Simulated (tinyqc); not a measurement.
Grain growth, pinning, strength and diffusional creep of a polycrystal or thin film: one step, computed by the program tinyqc. Command: `OMP_NUM_THREADS=1 python tinyqc.py 3013897 3013898 out.jsonl grain walk`. One thread of a shared host (Intel(R) Xeon(R) Processor @ 2.30GHz), about 0.01 s of CPU time with the checks.

One mean grain size d describes the structure.

Problem. Yield stress. Hall-Petch term k_y/sqrt(d). Orowan term 3.06 x 0.4 G b ln(2 rbar/b)/(pi lambda sqrt(1 - nu)) with nu = 1/3, rbar = sqrt(2/3) r, lambda = rbar (sqrt(pi/f) - 2). Film term (threading dislocation, matched substrate, the geometry of an fcc (111) film taken for all cases): 3.464 G b ln(2 h/b)/(4 pi (1 - nu) h). The terms are added to sigma_0.

Inputs (values chosen for the exercise, modelled on copper):

| quantity | value | unit |
|---|---|---|
| shear modulus G | 50.4 | GPa |
| Burgers vector b | 2.556 | angstrom |
| anneal temperature T | 520 | K |
| particle volume fraction f | 0.0066 | - |
| particle radius r | 4.5 | nm |
| film thickness h | 750 | nm |
| friction stress sigma_0 | 24 | MPa |
| Hall-Petch slope k_y | 0.11 | MPa m^0.5 |

Sample: thin film on a substrate.

grain size d = 400.2595 nm

Give: Hall-Petch term; Orowan term; film term; yield stress.

Solution.

Hall-Petch term = 173.9 MPa

Orowan term = 283.5 MPa

film term = 61.63 MPa

yield stress = 543.0 MPa
